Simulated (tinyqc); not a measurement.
# Inputs raised by 2 %, one at a time

Model: inversion-layer mobility, back-scattering and ballistic limit of a field-effect transistor. Computed by tinyqc, a small Python program. Command: `OMP_NUM_THREADS=1 python tinyqc.py 3013574 3013575 out.jsonl mos sens`. One thread of a shared host (Intel(R) Xeon(R) Processor @ 2.30GHz), about 0.01 s of CPU time with the checks.

The charge at the top of the source barrier is fixed by the gate; series resistance and short-channel effects are left out. F_j are Fermi integrals normalised to exp(eta) in the classical limit.

Inputs (values chosen for the exercise, modelled on a germanium p-channel):
```
quantity                                       value        unit
transport mass m                                0.21         m_0
valley degeneracy g_v                              1           -
weight w of the inversion charge               0.333           -
permittivity eps                                  16           -
phonon mobility at 1 MV/cm and 300 K, mu_ph      260  cm^2/(V s)
roughness mobility at 1 MV/cm, mu_sr             230  cm^2/(V s)
Coulomb mobility at N_inv = 1e12/cm^2, mu_C      570  cm^2/(V s)
electrical oxide thickness t_inv                 5.7          nm
depletion charge N_dep                       1.6e+12      1/cm^2
gate overdrive V_G - V_T                        0.19           V
drain voltage V_D                               0.75           V
channel length L                                 130          nm
exponent a of the critical length               0.76           -
temperature T                                    200           K
```

Statistics at the top of the barrier: non-degenerate.

Constants: eps_0 = 8.8541878128e-12 F/m; e = 1.602176634e-19 C; m_0 = 9.1093837015e-31 kg; k_B = 1.380649e-23 J/K; hbar = 1.054571817e-34 J s; k_B = 8.617333262e-05 eV/K.

Method:
- N_inv = 3.9 eps_0 (V_G - V_T)/(e t_inv); effective field E_eff = e (N_dep + w N_inv)/(eps eps_0).
- mu_phonon = mu_ph (E_eff/1 MV/cm)^(-0.3) (T/300 K)^(-1.75); mu_rough = mu_sr (E_eff/1 MV/cm)^(-2); mu_Coulomb = mu_C (N_inv/1e12 cm^-2) (T/300 K); Matthiessen's rule adds 1/mu.
- Non-degenerate: every F_j(eta) is replaced by exp(eta).
- Ballistic channel: N_2D = g_v m k_B T/(pi hbar^2), U = e V_D/(k_B T); eta_F solves N_inv = (N_2D/2)[F_0(eta_F) + F_0(eta_F - U)]; v_T = sqrt(2 k_B T/(pi m)); I/W = e (N_2D/2) v_T [F_1/2(eta_F) - F_1/2(eta_F - U)]; injection velocity v_T F_1/2(eta_F)/F_0(eta_F).
- Mean free path lambda = (2 k_B T/e)(mu/v_T) F_0(eta_0)/F_-1/2(eta_0), with eta_0 from N_inv = N_2D F_0(eta_0); critical length l = L (1 + U)^(-a), an empirical rule; back-scattering r = l/(l + lambda). Then eta solves N_inv = (N_2D/2)[(1 + r) F_0(eta) + (1 - r) F_0(eta - U)] and I/W = e (N_2D/2) v_T (1 - r)[F_1/2(eta) - F_1/2(eta - U)].
- Ballistic ratio: I over the ballistic current. Apparent mobility 1/(1/mu + 1/mu_B), mu_B = mu L/lambda.

Runs; columns: (1) input moved; (2) from; (3) to; (4) current I/W (microampere/micrometre); (5) ballistic current I/W (microampere/micrometre); (6) mean free path lambda (nm); (7) injection velocity (1e7 cm/s):
```
(1)                                                           (2)        (3)     (4)     (5)     (6)      (7)
base run                                                        -          -  36.384  110.34  7.1455  0.95861
transport mass m (m_0)                                       0.21     0.2142  36.265  109.25  7.2166  0.94917
phonon mobility at 1 MV/cm and 300 K, mu_ph (cm^2/(V s))      260      265.2  36.497  110.34  7.1785  0.95861
roughness mobility at 1 MV/cm, mu_sr (cm^2/(V s))             230      234.6  36.402  110.34  7.1507  0.95861
electrical oxide thickness t_inv (nm)                         5.7      5.814  35.335  108.18  7.0455  0.95861
depletion charge N_dep (1/cm^2)                           1.6e+12  1.632e+12  36.323  110.34  7.1275  0.95861
gate overdrive V_G - V_T (V)                                 0.19     0.1938  37.461  112.55  7.2462  0.95861
channel length L (nm)                                         130      132.6  35.903  110.34  7.1455  0.95861
```

Exponents ln(y'/y) / ln(x'/x):
```
input                                        current I/W  ballistic current I/W  mean free path lambda  injection velocity
transport mass m                                  -0.165                   -0.5                  0.500                -0.5
phonon mobility at 1 MV/cm and 300 K, mu_ph        0.156                    0.0                  0.233                 0.0
roughness mobility at 1 MV/cm, mu_sr               0.025                    0.0                  0.037                 0.0
electrical oxide thickness t_inv                  -1.478                   -1.0                 -0.711                 0.0
depletion charge N_dep                            -0.086                    0.0                 -0.128                 0.0
gate overdrive V_G - V_T                           1.473                    1.0                  0.707                 0.0
channel length L                                  -0.672                    0.0                  0.000                 0.0
```

Among the inputs moved here: current I/W answers most in size to electrical oxide thickness t_inv (exponent -1.478), and about equally to gate overdrive V_G - V_T (+1.473). Ballistic current I/W answers most in size to electrical oxide thickness t_inv (exponent -1.000), and about equally to gate overdrive V_G - V_T (+1.000); its exponent is below 0.0005 for phonon mobility at 1 MV/cm and 300 K, mu_ph, roughness mobility at 1 MV/cm, mu_sr, depletion charge N_dep, channel length L. mean free path lambda answers most in size to electrical oxide thickness t_inv (exponent -0.711), and about equally to gate overdrive V_G - V_T (+0.707); its exponent is below 0.0005 for channel length L. injection velocity answers most in size to transport mass m (exponent -0.500); its exponent is below 0.0005 for phonon mobility at 1 MV/cm and 300 K, mu_ph, roughness mobility at 1 MV/cm, mu_sr, electrical oxide thickness t_inv, depletion charge N_dep, gate overdrive V_G - V_T, channel length L. Its exponent -0.500 in transport mass m: a thermal velocity.

Caution (all rows): eta_F is above -1, so the non-degenerate formulas understate the injection velocity and the current. Caution (all rows): the current exceeds the long-channel drift law, so the empirical rule for l, meant for short channels, is too generous here.
